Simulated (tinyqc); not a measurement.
## Series resistance and length offset from two lengths at two overdrives

Problem. In strong inversion R W = Rsd + k(x)(L - dL), k(x) = (1 + th1 x)/(mu0 Cox x), x the overdrive, Cox = eps0 eox/tox, with Rsd and dL independent of x. Find dL, Rsd, mu0 and th1.

Inputs (values chosen for the exercise): relative permittivity of the gate insulator (close to silicon dioxide) eox = 3.9; insulator thickness tox = 2.6 nm.

Constants: eps0 = 8.8541878128e-14 F/cm where lengths are in cm. Results are converted to the units shown.

total resistance times width (ohm um):
```
,L = 0.1 um,L = 1.3 um
overdrive 0.57 V,1281.74282,12142.9405
overdrive 1.11 V,997.152852,8186.22191
```

Answer. At each overdrive R W is a straight line in L; the two lines cross at L = dL, R W = Rsd. Their slopes give k x = (1 + th1 x)/(mu0 Cox), a straight line in x.

dL = 0.00700 um
Rsd = 440 ohm um
mu0 = 210 cm^2/(V s)
th1 = 0.770 1/V

tinyqc, about 0.01 s, one thread, Intel Xeon 2.30GHz (shared host): `OMP_NUM_THREADS=1 python tinyqc.py 2210079 2210080 out.jsonl`
